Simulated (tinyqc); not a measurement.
Configuration-coordinate model of a defect: Huang-Rhys factor and luminescence line shape: one step, computed by the program tinyqc. Command: `OMP_NUM_THREADS=1 python tinyqc.py 3030322 3030323 out.jsonl ccline walk`. One thread of a shared host (Intel(R) Xeon(R) Processor @ 2.30GHz), about 0.02 s of CPU time with the checks.

Ground state E_g(Q) = (1/2) omega_g^2 Q^2; excited state E_e(Q) = E_0 + (1/2) omega_e^2 (Q - dQ)^2 with omega_e = omega_g and E_0 = E_ZPL. Q is mass-weighted; the dipole does not depend on Q (Condon approximation).

Task: Emission lines at zero temperature. From the lowest excited level the line to ground level n lies at E_ZPL - n hbar omega_g with Franck-Condon weight exp(-S) S^n/n!; the emitted intensity carries a further factor E^3. S = S_g; up to eleven lines, of positive energy only, from n = max(0, integer part of S - 5).

Inputs (values chosen for the exercise, for a model defect in a wide-gap host): zero-phonon energy E_ZPL = 1.97 eV; ground-state phonon hbar omega_g = 48.5 meV.

Modes: equal frequencies in both states.

S_g = 0.6985184

Give: Lines.

Result:

Lines:
```
n,energy (eV),weight,intensity / largest
0,1.9700,4.97e-01,1.00e+00
1,1.9215,3.47e-01,6.48e-01
2,1.8730,1.21e-01,2.10e-01
3,1.8245,2.83e-02,4.51e-02
4,1.7760,4.93e-03,7.27e-03
5,1.7275,6.89e-04,9.34e-04
6,1.6790,8.02e-05,9.99e-05
7,1.6305,8.01e-06,9.13e-06
8,1.5820,6.99e-07,7.28e-07
9,1.5335,5.43e-08,5.15e-08
10,1.4850,3.79e-09,3.26e-09
```

The weight peaks at n = 0 and the intensity at n = 0.
